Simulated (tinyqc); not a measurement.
Inside a calculation. Model: double-gate transistor, scale length and short-channel effects.

tinyqc, about 0.01 s, one thread, Intel Xeon 2.30GHz (shared host): `OMP_NUM_THREADS=1 python tinyqc.py 2420068 2420069 out.jsonl` Printed values are rounded.

A body of thickness ts between two insulators of thickness ti and two tied gates. Below threshold the potential that source and drain add obeys Laplace's equation and vanishes on the gate. Its lowest mode decays along the channel as exp(-k y); k is the smallest positive root of the matching condition at the interface, and the scale length is Lambda = pi/k.

Inputs (values chosen for the exercise); permittivities: semiconductor made up, insulator close to that of zirconium oxide: temperature T = 300 K; relative permittivity of the semiconductor eps_r = 12.6; relative permittivity of the insulator ei = 25.1; insulator thickness ti = 2.1 nm; body thickness ts = 5.5 nm; channel length L = 25 nm; potential of the source Vbi = 0.98 V; potential of the barrier top at threshold sT = 0.68 V; long-channel threshold VTL = 0.31 V; long-channel body factor m = 1; drain voltage Vds = 0.6 V.

Constants: q = 1.602176634e-19 C, kB = 1.380649e-23 J/K, Vt = kB T/q. Results are converted to the units shown.

## Scan of the matching condition

k, point 0 to 7 (1/nm): 0.0625  0.125  0.1875  0.25  0.3125  0.375  0.4375  0.5

f(k) = ei cos(k ti) cos(k ts/2) - eps_r sin(k ti) sin(k ts/2).

f(k), point 0 to 7: 24.2354  21.7201  17.7820  12.7780  7.1610  1.4391  -3.8710  -8.2910

The first change of sign lies between k = 0.375 and 0.4375 1/nm.

## Iteration 1: decay constant by Newton steps

k at the start = 0.4375 1/nm

f(k) = ei cos(k ti) cos(k ts/2) - eps_r sin(k ti) sin(k ts/2); f' by a central difference with +/- 1e-5 1/nm; k(new) = k - f/f'.

f = -3.87100
f' = -79.0281 nm
k after iteration 1 = 0.388517 1/nm

## Iteration 2: decay constant by Newton steps

As before.

f = 0.238376
f' = -87.9813 nm
k after iteration 2 = 0.391227 1/nm

## Course of the iteration: decay constant by Newton steps

Stop when k changes by less than 1e-10 1/nm, or after 30 iterations.

Course of the iteration:
```
iteration  k (1/nm)  |change| (1/nm)
1          0.388517           0.0490
2          0.391227          2.71e-3
3          0.391233          5.70e-6
4          0.391233         2.59e-11
```

Converged in 4 iterations. At the end the number of correct digits about doubles with each step.

## Scale length against simple estimates

k = 0.391233 1/nm

Lambda = pi/k and l = 1/k. A parabolic potential across the structure gives l(parabolic) = sqrt((eps_r/(2 ei)) ts ti (1 + ei ts/(4 eps_r ti))).

Lambda = 8.02999 nm
l = 2.55602 nm
l(parabolic) = 2.58462 nm

The parabolic estimate is 1.1 % above l.

## Threshold shift, barrier position and swing

Along the channel psi(y) = s + a exp(y/l) + b exp(-y/l) with psi(0) = Vbi, psi(L) = Vbi + Vds and l = 1/k = Lambda/pi; with A = Vbi - s, B = A + Vds, x = exp(-L/l): a = (B - A x) x/(1 - x^2), b = (A - B x)/(1 - x^2). The minimum is s + 2 sqrt(a b), at y = (l/2) ln(b/a). The long-channel potential follows the gate as s = sT + (Vg - VTL)/m, and the threshold VT is the gate voltage at which the minimum equals sT. Swing = m Vt ln 10/g at threshold, g = d(minimum)/ds = 1 - (b x + a)/((1 + x) sqrt(a b)).

s at threshold = 0.672050 V
a = 5.13217e-5 V
b = 0.307899 V
position of the minimum = 11.1180 nm
VT = 0.302050 V
swing = 60.5736 mV/decade

The threshold lies 7.95 mV below the long-channel value, and the barrier top sits at 0.44 L from the source.
